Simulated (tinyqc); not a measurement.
Free-carrier optics of a doped semiconductor (Drude model with one polar phonon), step by step. Values are carried at full precision from step to step, so a last printed digit may differ when a step is redone from the rounded ones.

eps(E) = ei [1 - Ep^2/(E^2 + i E Gam)] + (es - ei) wT^2/(wT^2 - E^2 - i E gT), with Ep^2 = 8 pi c (e^2/(4 pi eps0)) N/(m ei), c = hbar^2/2m0, N in 1/angstrom^3 (1e-24 per 1/cm^3); Gam = hbar/tau, tau = mu m m0/e with m0/e = 5.685630e-12 kg/C and mu in m^2/(V s). Energies in meV.

Constants: hbar^2/2m0 = 3.80998211 eV angstrom^2; e^2/(4 pi eps0) = 14.39964547 eV angstrom; hbar = 6.58211957e-16 eV s; hbar c = 1973.269805 eV angstrom.

Parameters, chosen for this exercise (mass and dielectric values near those of InSb; N and mu are free inputs; interband absorption and the rise of the mass with filling are left out; not measured data): N = 2.1e+16 1/cm^3 (carrier density); m = 0.0139 m0 (conductivity mass); mu = 11000 cm^2/(V s) (mobility); ei = 15.78 (high-frequency dielectric constant); wT = 22.2 meV (TO phonon); es = 16.87 (static dielectric constant); gT = 0.8 meV (phonon damping); E = 8 meV (photon energy).

## Plasma energy and damping

Evaluate Ep, tau, Gam, the plasma wavelength hc/Ep (hc = 1239.841984 eV nm) and the dc resistivity 1/(e N mu), e = 1.602176634e-19 C.

Ep = 11.4896 meV
tau = 86.93 fs
Gam = 7.5715 meV
plasma wavelength = 107.91 micrometre
rho = 0.0270 ohm cm

Ep/Gam = 1.52: the edge is smeared by scattering.

## Dielectric function at one energy

Insert the numbers.

free-carrier term = -17.1697+16.2499i
eps = -0.1373+16.2686i

## Optical constants

n + i k = sqrt(eps1 + i eps2) with k >= 0; R = ((n - 1)^2 + k^2)/((n + 1)^2 + k^2) at normal incidence from vacuum; alpha = 2 E k/(hbar c), times 1e8 for 1/cm; loss function Im(-1/eps) = eps2/(eps1^2 + eps2^2).

Convert eps at the photon energy E (in meV) into the optical constants.

n = 2.8401
k = 2.8641
R = 0.5050
alpha = 2.32e+03 1/cm

Light of this energy penetrates 1/alpha = 4.31 micrometre.

## Coupled plasmon-phonon modes

Without damping eps = 0 gives E^4 - (wL^2 + Ep^2) E^2 + Ep^2 wT^2 = 0 with wL = wT sqrt(es/ei) (Lyddane-Sachs-Teller).

wL = 22.95 meV

L-, L+ (meV): 11.00  23.19

L+ lies 0.24 meV above the larger of wL and Ep; L- lies below wT by 11.20 meV.

## Checks

- Integral of E eps2 of the free-carrier term against (pi/2) ei Ep^2 (meV^2): both 3272.2.

Computed by tinyqc, a small Python program: `OMP_NUM_THREADS=1 python tinyqc.py 1651835 1651836 out.jsonl` (the numbers bound the seed that draws the inputs); one thread of a shared host (Intel(R) Xeon(R) Processor @ 2.30GHz), about 0.01 s for the whole set of steps.
